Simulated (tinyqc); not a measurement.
# Worked calculation: transistor under a ferroelectric capacitor (negative capacitance), static model

Computed by the program tinyqc: `OMP_NUM_THREADS=1 python tinyqc.py 2860108 2860109 out.jsonl`, one thread of a shared Intel Xeon 2.30GHz, about 0.02 s for the whole run. Printed values are rounded.

A ferroelectric film of thickness tf lies between the gate and an inner metal at potential v, which drives an ordinary transistor. One domain, P = Q (background permittivity neglected): Vg = v + tf (2 al Q + 4 be Q^3), al = -3 sqrt(3) Ec/(4 Pr), be = 3 sqrt(3) Ec/(8 Pr^3). Gate charge Q(v) = Qi + Cp v with the channel charge Qi = Cox n Vt ln(1 + exp((v - VT)/(n Vt))). Q in uC/cm^2, E in kV/cm; 1 nm times 1 kV/cm is 1e-4 V. Domains, leakage and the switching time are left out.

Values chosen for this exercise; Pr and Ec close to those of hafnium oxide based films:
- T = 293 K (temperature)
- Pr = 16 uC/cm^2 (remanent polarisation)
- Ec = 600 kV/cm (coercive field)
- Cox = 1.5 uF/cm^2 (capacitance of the inner oxide)
- Cp = 0.66 uF/cm^2 (overlap capacitance per gate area)
- VT = 0.33 V (threshold of the inner transistor)
- n = 1.06 (subthreshold factor of the inner transistor)
- tf = 35 nm (ferroelectric thickness)
- Vg = 0.12 V (gate voltage)

Constants: q = 1.602176634e-19 C, kB = 1.380649e-23 J/K, Vt = kB T/q. Results are converted to the units shown.

## Landau coefficients and capacitance at zero charge

al = -3 sqrt(3) Ec/(4 Pr), be = 3 sqrt(3) Ec/(8 Pr^3); C_FE(0) = 1/(2 al tf); far below threshold the gain is 1/(1 + 2 al tf Cp) near Q = 0 and the swing n Vt ln 10/gain.

al = -48.7139 kV cm/uC
be = 0.0951444 kV cm^5/uC^3
C_FE(0) = -2.93257 uF/cm^2
gain near Q = 0 = 1.29042
swing = 47.7563 mV/decade

The swing is below Vt ln 10 = 58.1 mV a decade; without the film it is 61.6.

## Gate voltage against inner potential

v, point 0 to 8 (V): 0  0.15  0.3  0.45  0.6  0.75  0.9  1.05  1.2

Q(v) and Vg(v) as above. C = dQ/dv = Cox/(1 + exp(-(v - VT)/(n Vt))) + Cp; dVg/dv = 1 + C tf (2 al + 12 be Q^2); gain = dv/dVg.

```
point  Q (uC/cm^2)  C (uF/cm^2)    Vg (V)    dVg/dv
0          0.00000     0.660007  0.000000  0.774939
1          0.09905     0.661798  0.116226  0.774355
2          0.20933      1.02876  0.228632  0.649375
3          0.47745      2.14325  0.287335  0.271109
4          0.80100      2.15994  0.327545  0.269004
5          1.12500      2.16000  0.368274  0.274370
6          1.44900      2.16000  0.409947  0.281568
7          1.77300         2.16  0.452835  0.290579
8          2.09700         2.16  0.497211  0.301402
```

dVg/dv is positive at all listed points; its smallest value, 0.269, means a gain of 3.72. Minimising dVg/dv over v puts the thickness at which the fold first appears at 47.8 nm.

## Iteration 1: inner potential by Newton steps

v at the start = 0.12 V

f = v + tf (2 al Q + 4 be Q^3) - Vg, f' = 1 + C tf (2 al + 12 be Q^2) with C = Cox/(1 + exp(-(v - VT)/(n Vt))) + Cp; v(new) = v - f/f'.

Q = 0.0792157 uC/cm^2
f = -0.0270117 V
f' = 0.774758
v after iteration 1 = 0.154865 V

## Iteration 2: inner potential by Newton steps

As before.

Q = 0.102268 uC/cm^2
f = -7.17491e-6 V
f' = 0.774234
v after iteration 2 = 0.154874 V

## Course of the iteration: inner potential by Newton steps

Stop when v changes by less than 1e-10 V, or after 30 iterations.

Course of the iteration:
```
iteration     v (V)  |change| (V)
1          0.154865        0.0349
2          0.154874       9.27e-6
3          0.154874      1.50e-12
```

Converged in 3 iterations. The change falls from 0.035 in the first iteration to below the tolerance in the last. There dVg/dv = 0.774, a gain of 1.29.
